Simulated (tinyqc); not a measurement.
Deep level as a short-range spherical well: one step. The bound level. Four cases, with inputs chosen for the exercise.

Question. Solve for Et; the share outside is [sin^2(kR)/(2 kappa)]/[sin^2(kR)/(2 kappa) + R/2 - sin(2kR)/(4k)].

A spherical well of radius R and depth V0 below the conduction edge, one mass m, c = hbar^2/2m0. The s level at binding Et solves k cot(k R) = -kappa with k = sqrt(m (V0 - Et)/c), kappa = sqrt(m Et/c); it exists for V0 > Vc = c (pi/2R)^2/m. Outside, psi falls as exp(-kappa r)/r.

Constants: hbar^2/2m0 = 3.80998211 eV angstrom^2.

Case 1.

Values chosen (out of a larger set: near those of GaAs; not measured data): R = 4.2 angstrom (radius of the well); V0 = 9.59 eV (depth of the well); m = 0.067 m0 (mass).

Case 2.

Values chosen (out of a larger set: near those of Ge; not measured data): R = 3.9 angstrom (radius of the well); V0 = 6.67 eV (depth of the well); m = 0.117 m0 (mass).

Case 3.

Values chosen (out of a larger set: near those of 4H SiC; not measured data): R = 4.4 angstrom (radius of the well); V0 = 2.12 eV (depth of the well); m = 0.404 m0 (mass).

Case 4.

Values chosen (out of a larger set: near those of 4H SiC; not measured data): R = 2.4 angstrom (radius of the well); V0 = 4.8 eV (depth of the well); m = 0.405 m0 (mass).

Give: Et; k; kappa; share outside; Vc.

Answer.

Case 1.

Et = 0.1806 eV
k = 0.4068 1/angstrom
kappa = 0.0564 1/angstrom
share outside = 0.793
Vc = 7.954 eV

The well is 1.21 times the critical depth. Since dEt/dV0 equals the share inside, 0.21, a 1 % change of V0 moves Et by 11.0 %. The decay length is 17.7 angstrom, 4.2 times R.

Case 2.

Et = 0.1889 eV
k = 0.4461 1/angstrom
kappa = 0.0762 1/angstrom
share outside = 0.749
Vc = 5.283 eV

The well is 1.26 times the critical depth. Since dEt/dV0 equals the share inside, 0.25, a 1 % change of V0 moves Et by 8.9 %. The decay length is 13.1 angstrom, 3.4 times R.

Case 3.

Et = 0.2806 eV
k = 0.4416 1/angstrom
kappa = 0.1725 1/angstrom
share outside = 0.493
Vc = 1.202 eV

The well is 1.76 times the critical depth. Since dEt/dV0 equals the share inside, 0.51, a 1 % change of V0 moves Et by 3.8 %. The decay length is 5.8 angstrom, 1.3 times R.

Case 4.

Et = 0.0797 eV
k = 0.7084 1/angstrom
kappa = 0.0921 1/angstrom
share outside = 0.805
Vc = 4.030 eV

The well is 1.19 times the critical depth. Since dEt/dV0 equals the share inside, 0.19, a 1 % change of V0 moves Et by 11.7 %. The decay length is 10.9 angstrom, 4.5 times R.

Computed by tinyqc, one run a case: `OMP_NUM_THREADS=1 python tinyqc.py N N+1 out.jsonl` with N = 1250622, 1250757, 1250770, 1250866; one thread of a shared Intel(R) Xeon(R) Processor @ 2.30GHz, about 0.01 s a run at most.
